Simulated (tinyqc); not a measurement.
Floating body of a partially depleted SOI transistor: body voltage and kink: two steps of the calculation.

Source at 0 V. Channel current Ic = 2 nf K Vt^2 [F(0) - F(Vd)](1 + la Vd), F(V) = ln^2(1 + exp((Vg - VT - nf V)/(2 nf Vt))), VT = VT0 - gb Vb. Saturation voltage Vs = 2 Vt sqrt(F(0)) + 3 Vt, excess Ve = (Vd - Vs + sqrt((Vd - Vs)^2 + 0.0004 V^2))/2, multiplication M1 = Ai Ve exp(-Bl/Ve). Each junction passes D(v) = J1 (exp(v/Vt) - 1) + J2 (exp(v/(2 Vt)) - 1). Bipolar current Ib = bb J1 (exp(Vb/Vt) - 1). The body settles where M1 (Ic + Ib) = D(Vb) + D(Vb - Vd) + Vb/Rb; drain current Id = (1 + M1)(Ic + Ib) - D(Vb - Vd).

Values chosen for this exercise; values of the order met in partially depleted silicon-on-insulator transistors: temperature T = 300 K; threshold at zero body voltage VT0 = 0.44 V; fall of the threshold per volt of body voltage gb = 0.3; slope factor nf = 1.38; gain factor per width K = 410 uA/(V^2 um); channel-length modulation factor la = 0.02 1/V; impact-ionisation prefactor Ai = 3.73 1/V; impact-ionisation voltage Bl = 4.5 V; diffusion saturation current of each junction J1 = 2.7e-13 uA/um; recombination saturation current of each junction J2 = 9.4e-9 uA/um; gain of the lateral bipolar transistor on the diffusion current bb = 0; resistance of a weak body tie to the source (1e9 stands for no tie, and the term is then dropped) Rb = 1e9 kohm um; gate voltage Vg = 0.96 V; drain voltage Vd = 2.3 V.

Constants: q = 1.602176634e-19 C, kB = 1.380649e-23 J/K, Vt = kB T/q. Results are converted to the units shown.

Task 1. New Vb. Current into the body I_in = M1 (Ic + Ib) - D(Vb - Vd), current out I_out = D(Vb) + Vb/Rb; f = ln(I_in/I_out), s = df/dVb by central differences over 1e-5 V, Vb(new) = Vb - f/s.

Vb at the start = 0.9 V

Wanted: Ic; Ve; M1; I_in; I_out; f; s; Vb after iteration 1.

Result 1.

Ic = 96.98 uA/um
Ve = 1.650 V
M1 = 0.4025
I_in = 39.04 uA/um
I_out = 355.7 uA/um
f = -2.210
s = -38.39 1/V
Vb after iteration 1 = 0.8424 V

Task 2. Drain current with floating and with grounded body. Id and VT at the converged Vb, Id at Vb = 0, their ratio, and the bipolar share Ib/(Ic + Ib).

converged Vb = 0.84240717 V

Wanted: VT; Id, floating; Id, grounded; ratio; bipolar share.

Result 2.

VT = 0.1873 V
Id, floating = 131.2 uA/um
Id, grounded = 67.29 uA/um
ratio = 1.950
bipolar share = 0.000 %

The body rises to 0.842 V and lowers the threshold by 253 mV.

Range of the model: The multiplication law is an empirical form chosen for the exercise; self-heating and capacitive coupling to the body are left out, and the linear laws are rough once Vb passes about 0.7 V or M1 about 0.1.

tinyqc, about 0.2 s, one thread, Intel Xeon 2.30GHz (shared host): `OMP_NUM_THREADS=1 python tinyqc.py 2182156 2182157 out.jsonl`
